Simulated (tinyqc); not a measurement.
Reverse leakage of an n+-p junction: diffusion, generation, trap-assisted and band-to-band tunnelling: leakage components against the temperature.

One-sided abrupt junction in the depletion approximation, x from the junction (0) to W on the p side, field F = F0 (1 - x/W). Flat quasi-Fermi levels, long p side. Traps generate through SRH with both lifetimes shortened by 1 + Gamma (Hurkx enhancement, form for moderate fields); band-to-band generation is local and needs a total bending above Eg.

Nc and Nv are given at 250 K and scale as (T/250 K)^1.5; all else is held fixed. ni = sqrt(Nc Nv) exp(-Eg/(2 Vt)), Eg in volts; Vbi = Vt ln(Na Nd/ni^2); W = sqrt(2 eps0 eps_r (Vbi + VR)/(q Na)); F0 = 2 (Vbi + VR)/W; FG = sqrt(24 mt m0 (kB T)^3)/(q hbar); J_diff = q ni^2 sqrt(Dn/tau)(1 - exp(-VR/Vt))/Na. u = (Vbi + VR)(1 - x/W)^2, p = Na exp(-u/Vt), n = Nd exp((u - Vbi - VR)/Vt); G0 = ni^2 (1 - exp(-VR/Vt))/(tau (n + p + 2 ni cosh(Et/Vt))); Gamma = 2 sqrt(3 pi)(F/FG) exp((F/FG)^2); trap-assisted part G0 Gamma; G_bb = Ab F^2.5 exp(-Bb/F) with F in V/cm, zero unless Vbi + VR > Eg. Currents are q times the integrals over 0 to W; J_bb under 1e-8 of J is printed as 0; rows with F0/FG above 2.2, beyond the range of this Gamma, are left out.

Inputs (values chosen for the exercise); band and dielectric values close to those of silicon:
```
symbol    value                 unit                                                         meaning
Eg         1.11                   eV                                                        band gap
eps_r      11.7                                                                relative permittivity
Nc      2.13e19                cm^-3  conduction-band density of states at the reference temperature
Nv      1.99e19                cm^-3     valence-band density of states at the reference temperature
Na       3.1e17                cm^-3                            acceptor density of the lighter side
Nd         1e19                cm^-3                               donor density of the heavier side
tau        1e-6                    s                     SRH lifetime of both carriers at zero field
Et         0.01                   eV                            trap level above the intrinsic level
mt         0.25                   m0                                                 tunnelling mass
Dn           10               cm^2/s              electron diffusion coefficient on the lighter side
Ab       3.4e14  cm^-0.5 V^-2.5 s^-1                                          band-to-band prefactor
Bb       1.88e7                 V/cm                                     band-to-band field constant
VR          1.9                    V                                                    reverse bias
```

Constants: q = 1.602176634e-19 C, kB = 1.380649e-23 J/K, hbar = 1.054571817e-34 J s, m0 = 9.1093837015e-31 kg, Vt = kB T/q, eps0 = 8.8541878128e-14 F/cm where lengths are in cm. Results are converted to the units shown.

Result of one run:
```
F0 (kV/cm),F0/FG,J_diff (A/cm^2),J_SRH (A/cm^2),J_TAT (A/cm^2),J_bb (A/cm^2),J (A/cm^2),largest part
528,1.88,2.91e-17,5.44e-11,2.85e-9,1.02e-12,2.91e-9,trap-assisted tunnelling
```

Which temperature T gave this result: 250, 310, 400 or 430 K?

T = 250 K.

The whole series:
```
T (K),F0 (kV/cm),F0/FG,J_diff (A/cm^2),J_SRH (A/cm^2),J_TAT (A/cm^2),J_bb (A/cm^2),J (A/cm^2),largest part
250,528,1.88,2.91e-17,5.44e-11,2.85e-9,1.02e-12,2.91e-9,trap-assisted tunnelling
280,526,1.58,1.02e-14,1.05e-9,2.49e-8,8.84e-13,2.59e-8,trap-assisted tunnelling
310,524,1.35,1.19e-12,1.16e-8,1.60e-7,7.59e-13,1.72e-7,trap-assisted tunnelling
340,522,1.17,6.13e-11,8.53e-8,7.91e-7,6.47e-13,8.77e-7,trap-assisted tunnelling
370,520,1.03,1.71e-9,4.59e-7,3.14e-6,5.48e-13,3.60e-6,trap-assisted tunnelling
400,517,0.911,2.93e-8,1.94e-6,1.04e-5,4.61e-13,1.23e-5,trap-assisted tunnelling
430,515,0.814,3.45e-7,6.76e-6,2.94e-5,3.86e-13,3.66e-5,trap-assisted tunnelling
```

J rises from 2.91e-9 to 3.66e-5 A/cm^2. Trap-assisted tunnelling leads at T = 250 and in all other rows. Activation energies over the table: 1.19 eV for diffusion (Eg = 1.11 eV, raised by the T^3 of ni^2), 0.604 eV for SRH generation (Eg/2 + |Et| = 0.565 eV), 0.476 eV for the trap-assisted part, lower since Gamma grows on cooling; the total shows 0.440 eV at the cold end and 0.537 eV at the hot end.

Range of the model: The n+ side is degenerate, so Vbi from Boltzmann statistics is only a guide.

Numbers from tinyqc (`OMP_NUM_THREADS=1 python tinyqc.py 2290044 2290045 out.jsonl`; about 0.01 s on one thread of a shared Intel Xeon 2.30GHz).
